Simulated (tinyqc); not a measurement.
p-type polysilicon, carrier trapping at grain boundaries: one step of the calculation.

One-dimensional grains of size Lg, uniform ionised doping N, monovalent traps Qt at each boundary at a depth Et below (for electrons) or above (for holes) the band edge there, abrupt depletion of width W on each side of a boundary, Boltzmann statistics. xi is the distance from the band edge at the grain centre to the Fermi level. Trapped charge Qt/(1 + exp((xi + VB - Et)/Vt)) = 2 N W, barrier VB = q N W^2/(2 eps0 eps_r).

Task. Depletion width, Fermi level and barrier. If the trap equation with xi = Vt ln(NB/N) has a root W < Lg/2, the grain is partly depleted; otherwise W = Lg/2 and the trap equation gives xi = Et - VB + Vt ln(Qt/(N Lg) - 1). N* = Qt/Lg.

Inputs (values chosen for the exercise); values of the order met in polycrystalline silicon: temperature T = 400 K; relative permittivity eps_r = 11.7; valence-band density of states at T NB = 4.08e19 cm^-3; grain size Lg = 19 nm; trap density of a grain boundary Qt = 9.6e11 cm^-2; depth of the trap level from the majority band edge at the boundary Et = 0.35 eV; doping N = 3.4e17 cm^-3.

Constants: q = 1.602176634e-19 C, kB = 1.380649e-23 J/K, Vt = kB T/q, eps0 = 8.8541878128e-14 F/cm where lengths are in cm. Results are converted to the units shown.

Find: N*; W; xi; VB; share of traps filled.

Result.

N* = 5.0526e17 cm^-3
W = 9.5000 nm
xi = 0.30141 V
VB = 0.023729 V
share of traps filled = 0.67292

N is 0.673 N*, and the grain is fully depleted; VB = 0.688 Vt.

Numbers from tinyqc (`OMP_NUM_THREADS=1 python tinyqc.py 2830253 2830254 out.jsonl`; about 0.01 s on one thread of a shared Intel Xeon 2.30GHz).
